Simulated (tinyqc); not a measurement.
RHF in the 3-21g basis, for H3+, spin multiplicity 1, step by step. One step of it, computed by the program tinyqc.

Question. Iteration 1: building the Fock matrix. J_ij = sum D_kl (ij|kl), K_ij = sum D_kl (ik|jl); F = H + J - 0.5 K; E = tr D H + tr D J / 2 - 0.25 tr D K + E_nn.

D at the start:
```
           1H 1s      1H 2s      2H 1s      2H 2s      3H 1s      3H 2s
1H 1s   0.501725   0.423965   0.222762  -0.053388   0.222762  -0.053388
1H 2s   0.423965   0.358256   0.188237  -0.045113   0.188237  -0.045113
2H 1s   0.222762   0.188237   0.098905  -0.023704   0.098905  -0.023704
2H 2s  -0.053388  -0.045113  -0.023704   0.005681  -0.023704   0.005681
3H 1s   0.222762   0.188237   0.098905  -0.023704   0.098905  -0.023704
3H 2s  -0.053388  -0.045113  -0.023704   0.005681  -0.023704   0.005681
```

core Hamiltonian H = T + V (hartree):
```
           1H 1s      1H 2s      2H 1s      2H 2s      3H 1s      3H 2s
1H 1s  -1.557149  -1.355408  -0.907997  -1.031404  -0.907997  -1.031404
1H 2s  -1.355408  -1.497101  -0.935140  -1.225968  -0.935140  -1.225968
2H 1s  -0.907997  -0.935140  -1.213392  -1.147908  -0.126075  -0.434447
2H 2s  -1.031404  -1.225968  -1.147908  -1.296766  -0.434447  -0.770883
3H 1s  -0.907997  -0.935140  -0.126075  -0.434447  -1.213392  -1.147908
3H 2s  -1.031404  -1.225968  -0.434447  -0.770883  -1.147908  -1.296766
```

Two-electron integrals (ij|kl) in chemists' order, unique and non-zero (hartree):
```
(11|11) 1.140145   (21|11) 0.611403   (21|21) 0.345152   (22|11) 0.626370
(22|21) 0.380329   (22|22) 0.482957   (31|11) 0.364413   (31|21) 0.206698
(31|22) 0.228552   (31|31) 0.157607   (32|11) 0.332474   (32|21) 0.200324
(32|22) 0.246855   (32|31) 0.160376   (32|32) 0.184944   (33|11) 0.663192
(33|21) 0.407770   (33|22) 0.515875   (33|31) 0.364413   (33|32) 0.441362
(33|33) 1.140145   (41|11) 0.441362   (41|21) 0.250043   (41|22) 0.277164
(41|31) 0.160376   (41|32) 0.158708   (41|33) 0.332474   (41|41) 0.184944
(42|11) 0.492894   (42|21) 0.301054   (42|22) 0.388020   (42|31) 0.199146
(42|32) 0.226383   (42|33) 0.492894   (42|41) 0.226383   (42|42) 0.331641
(43|11) 0.407770   (43|21) 0.250069   (43|22) 0.319845   (43|31) 0.206698
(43|32) 0.250043   (43|33) 0.611403   (43|41) 0.200324   (43|42) 0.301054
(43|43) 0.345152   (44|11) 0.515875   (44|21) 0.319845   (44|22) 0.428701
(44|31) 0.228552   (44|32) 0.277164   (44|33) 0.626370   (44|41) 0.246855
(44|42) 0.388020   (44|43) 0.380329   (44|44) 0.482957   (51|11) 0.364413
(51|21) 0.206698   (51|22) 0.228552   (51|31) 0.100154   (51|32) 0.094110
(51|33) 0.180557   (51|41) 0.140135   (51|42) 0.164849   (51|43) 0.115327
(51|44) 0.163548   (51|51) 0.157607   (52|11) 0.332474   (52|21) 0.200324
(52|22) 0.246855   (52|31) 0.094110   (52|32) 0.093285   (52|33) 0.180639
(52|41) 0.134430   (52|42) 0.173185   (52|43) 0.116061   (52|44) 0.171277
(52|51) 0.160376   (52|52) 0.184944   (53|11) 0.030212   (53|21) 0.016582
(53|22) 0.017413   (53|31) 0.009927   (53|32) 0.009255   (53|33) 0.018647
(53|41) 0.011988   (53|42) 0.013727   (53|43) 0.011415   (53|44) 0.014430
(53|51) 0.009927   (53|52) 0.009255   (53|53) 0.000811   (54|11) 0.144438
(54|21) 0.085460   (54|22) 0.101680   (54|31) 0.041471   (54|32) 0.040553
(54|33) 0.078617   (54|41) 0.057987   (54|42) 0.072789   (54|43) 0.050271
(54|44) 0.072580   (54|51) 0.065315   (54|52) 0.071876   (54|53) 0.003995
(54|54) 0.028545   (55|11) 0.663192   (55|21) 0.407770   (55|22) 0.515875
(55|31) 0.180557   (55|32) 0.180639   (55|33) 0.349006   (55|41) 0.267567
(55|42) 0.350181   (55|43) 0.225215   (55|44) 0.340405   (55|51) 0.364413
(55|52) 0.441362   (55|53) 0.018647   (55|54) 0.166332   (55|55) 1.140145
(61|11) 0.441362   (61|21) 0.250043   (61|22) 0.277164   (61|31) 0.140135
(61|32) 0.134430   (61|33) 0.267567   (61|41) 0.177534   (61|42) 0.212901
(61|43) 0.166657   (61|44) 0.221170   (61|51) 0.160376   (61|52) 0.158708
(61|53) 0.011988   (61|54) 0.066694   (61|55) 0.332474   (61|61) 0.184944
(62|11) 0.492894   (62|21) 0.301054   (62|22) 0.388020   (62|31) 0.164849
(62|32) 0.173185   (62|33) 0.350181   (62|41) 0.212901   (62|42) 0.294384
(62|43) 0.220916   (62|44) 0.311080   (62|51) 0.199146   (62|52) 0.226383
(62|53) 0.013727   (62|54) 0.090563   (62|55) 0.492894   (62|61) 0.226383
(62|62) 0.331641   (63|11) 0.144438   (63|21) 0.085460   (63|22) 0.101680
(63|31) 0.065315   (63|32) 0.071876   (63|33) 0.166332   (63|41) 0.066694
(63|42) 0.090563   (63|43) 0.095197   (63|44) 0.107368   (63|51) 0.041471
(63|52) 0.040553   (63|53) 0.003995   (63|54) 0.017657   (63|55) 0.078617
(63|61) 0.057987   (63|62) 0.072789   (63|63) 0.028545   (64|11) 0.295359
(64|21) 0.179341   (64|22) 0.227734   (64|31) 0.107772   (64|32) 0.116402
(64|33) 0.243256   (64|41) 0.130694   (64|42) 0.182968   (64|43) 0.150820
(64|44) 0.202150   (64|51) 0.107772   (64|52) 0.116402   (64|53) 0.008211
(64|54) 0.047946   (64|55) 0.243256   (64|61) 0.130694   (64|62) 0.182968
(64|63) 0.047946   (64|64) 0.107386   (65|11) 0.407770   (65|21) 0.250069
(65|22) 0.319845   (65|31) 0.115327   (65|32) 0.116061   (65|33) 0.225215
(65|41) 0.166657   (65|42) 0.220916   (65|43) 0.145093   (65|44) 0.217616
(65|51) 0.206698   (65|52) 0.250043   (65|53) 0.011415   (65|54) 0.095197
(65|55) 0.611403   (65|61) 0.200324   (65|62) 0.301054   (65|63) 0.050271
(65|64) 0.150820   (65|65) 0.345152   (66|11) 0.515875   (66|21) 0.319845
(66|22) 0.428701   (66|31) 0.163548   (66|32) 0.171277   (66|33) 0.340405
(66|41) 0.221170   (66|42) 0.311080   (66|43) 0.217616   (66|44) 0.320122
(66|51) 0.228552   (66|52) 0.277164   (66|53) 0.014430   (66|54) 0.107368
(66|55) 0.626370   (66|61) 0.246855   (66|62) 0.388020   (66|63) 0.072580
(66|64) 0.202150   (66|65) 0.380329   (66|66) 0.482957
```

nuclear repulsion = 1.74530742 hartree

Give: Coulomb J; exchange K; Fock matrix F; total energy of this density.

Answer.

Coulomb J (hartree):
```
        1H 1s   1H 2s   2H 1s   2H 2s   3H 1s   3H 2s
1H 1s  1.8007  1.0208  0.6247  0.7412  0.6247  0.7412
1H 2s  1.0208  1.1431  0.6204  0.9104  0.6204  0.9104
2H 1s  0.6247  0.6204  1.3081  0.7862  0.0489  0.2607
2H 2s  0.7412  0.9104  0.7862  0.9825  0.2607  0.5390
3H 1s  0.6247  0.6204  0.0489  0.2607  1.3081  0.7862
3H 2s  0.7412  0.9104  0.2607  0.5390  0.7862  0.9825
```

exchange K (hartree):
```
        1H 1s   1H 2s   2H 1s   2H 2s   3H 1s   3H 2s
1H 1s  1.5817  1.1493  0.7827  0.8814  0.7827  0.8814
1H 2s  1.1493  0.9230  0.6388  0.7172  0.6388  0.7172
2H 1s  0.7827  0.6388  0.6418  0.5682  0.3136  0.4340
2H 2s  0.8814  0.7172  0.5682  0.5892  0.4340  0.5290
3H 1s  0.7827  0.6388  0.3136  0.4340  0.6418  0.5682
3H 2s  0.8814  0.7172  0.4340  0.5290  0.5682  0.5892
```

Fock matrix F (hartree):
```
         1H 1s    1H 2s    2H 1s    2H 2s    3H 1s    3H 2s
1H 1s  -0.5473  -0.9093  -0.6746  -0.7309  -0.6746  -0.7309
1H 2s  -0.9093  -0.8155  -0.6341  -0.6741  -0.6341  -0.6741
2H 1s  -0.6746  -0.6341  -0.2262  -0.6458  -0.2340  -0.3907
2H 2s  -0.7309  -0.6741  -0.6458  -0.6088  -0.3907  -0.4964
3H 1s  -0.6746  -0.6341  -0.2340  -0.3907  -0.2262  -0.6458
3H 2s  -0.7309  -0.6741  -0.3907  -0.4964  -0.6458  -0.6088
```

total energy of this density = -1.165167 hartree
